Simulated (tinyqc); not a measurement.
Inside a calculation: band gaps under pressure and temperature from deformation potentials. Values are carried at full precision from step to step, so a last printed digit may differ when a step is redone from the rounded ones.

Murnaghan: V/V0 = (1 + Bp P/B0)^(-1/Bp), B0 = (C11 + 2 C12)/3. Each gap moves by a ln(V/V0) with its volume potential a, and falls with temperature by aV T^2/(T + bV) (Varshni); the two effects are added. No change of phase is considered.

Parameters, chosen for this exercise (near those of Si, the X and L potentials typical of such crystals; shifted at random, so the results belong to these values and not to a real crystal): C11 = 164 GPa; C12 = 63.1 GPa; Bp = 3.82 (pressure derivative of the bulk modulus); P = 3.4 GPa (pressure); Eg = 4.187 eV (gap at Gamma to the s-like level at 0 K, 0 GPa); EgX = 1.166 eV (gap to X at 0 K, 0 GPa); EgL = 2.063 eV (gap to L at 0 K, 0 GPa); aG = -12.67 eV (volume potential of the Gamma gap); aX = 1.27 eV (volume potential of the X gap); aL = -2.7 eV (volume potential of the L gap); aV = (0.39, 0.464, 0.467) meV/K (Varshni alpha of Gamma, X, L); bV = (116, 664, 309) K (Varshni beta of Gamma, X, L); T = 500 K (temperature); aT = 2.5 1e-6/K (linear thermal expansion near 300 K).

## Volume under pressure

Give B0, V/V0, ln(V/V0), the change of the lattice constant and the linear estimate -P/B0.

B0 = 96.73 GPa
V/V0 = 0.96756
ln(V/V0) = -0.03298
change of a = -1.093 %
-P/B0 = -0.03515

The stiffening under pressure makes the compression 6.2 % smaller than the linear estimate.

## Gaps at P and T

Give both shifts and the gaps.

pressure shifts (eV): Gamma 0.4179, X -0.0419, L 0.0890

temperature shifts (eV): Gamma -0.1583, X -0.0997, L -0.1443

gaps (eV): Gamma 4.4466, X 1.0245, L 2.0077

The lowest valley is X (indirect gap), 983 meV below L; at 0 K and 0 GPa it is X.

## Pressure coefficients

Expand in P: E = E0 + c1 P + c2 P^2 with c1 = -a/B0 and c2 = a Bp/(2 B0^2).

c1 (meV/GPa): Gamma 130.98, X -13.13, L 27.91

c2 (meV/GPa^2): Gamma -2.586, X 0.259, L -0.551

Gamma and L rise under pressure and X falls, as the signs of the volume potentials say.

## Pressures at which the valleys cross

Two gaps meet at ln(V/V0) = -(E_i - E_j)/(a_i - a_j), with the gaps at T and P = 0; then P = (B0/Bp)(exp(-Bp ln(V/V0)) - 1). A dash marks expansion or a compression beyond ln(V/V0) = -0.3.

Crossings:
```
pair     E_i - E_j (eV)  ln(V/V0)  P (GPa)
Gamma-X          2.9624    0.2125        -
Gamma-L          2.1100    0.2116        -
L-X              0.8523    0.2147        -
```

The lowest valley stays X down to ln(V/V0) = -0.3, far beyond the phase change of the real crystal near 12 GPa.

## How much of dE/dT is thermal expansion

At 300 K: dE/dT = -aV T (T + 2 bV)/(T + bV)^2; expansion alone gives 3 aT a; the rest is electron-phonon coupling.

dE/dT (meV/K): Gamma -0.3597, X -0.2439, L -0.3468

from expansion (meV/K): Gamma -0.0950, X 0.0095, L -0.0203

remainder (meV/K): Gamma -0.2647, X -0.2534, L -0.3265

Expansion supplies 26 % of the slope at Gamma and 6 % at L; at X it works against the fall.

## Checks

- Slope of the Gamma gap at P = 0 by finite differences against c1 (meV/GPa): both 130.98.

Computed by tinyqc, a small Python program: `OMP_NUM_THREADS=1 python tinyqc.py 1080602 1080603 out.jsonl` (the numbers bound the seed that draws the inputs); one thread of a shared host (Intel(R) Xeon(R) Processor @ 2.30GHz), about 0.01 s for the whole set of steps.
